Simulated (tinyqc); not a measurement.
One electron in a tunnel-coupled double dot: charge qubit, sensing and quantum capacitance: one step of the calculation.

Basis (left, right), H = [[ep/2, tc], [tc, -ep/2]], splitting Om = sqrt(ep^2 + 4 tc^2), ep = al times the gate voltage. In equilibrium the electron is on the right with the chance P_R = [1 + (ep/Om) tanh(Om/2 kB T)]/2.

Question. Dephasing by charge noise. Noise in ep shifts Om by (ep/Om) d + (2 tc^2/Om^3) d^2. For Gaussian d of deviation se the spread of Om is sqrt[(ep se/Om)^2 + 2 (2 tc^2 se^2/Om^3)^2], and T2* is estimated as sqrt(2) hbar/spread; Om T2*/h counts the oscillations within T2*.

Parameters, values chosen for the exercise:
```
symbol  value  unit                                   meaning
tc         17   ueV                           tunnel coupling
se        5.4   ueV  deviation of quasi-static detuning noise
ep      -13.7   ueV                                  detuning
```

Constants: q = 1.602176634e-19 C, hbar = 1.054571817e-34 J s, h = 6.62607015e-34 J s. Results are converted to the units shown.

Find: first-order spread; second-order spread; T2*; oscillations within T2*.

Answer.

first-order spread = 2.0182 ueV
second-order spread = 0.48393 ueV
T2* = 0.44851 ns
oscillations within T2* = 3.9754

At ep = 0 the first-order term vanishes and T2* would be 1.53 ns.

Computed by the program tinyqc: `OMP_NUM_THREADS=1 python tinyqc.py 2470104 2470105 out.jsonl`, one thread of a shared Intel Xeon 2.30GHz, about 0.01 s for the whole run.
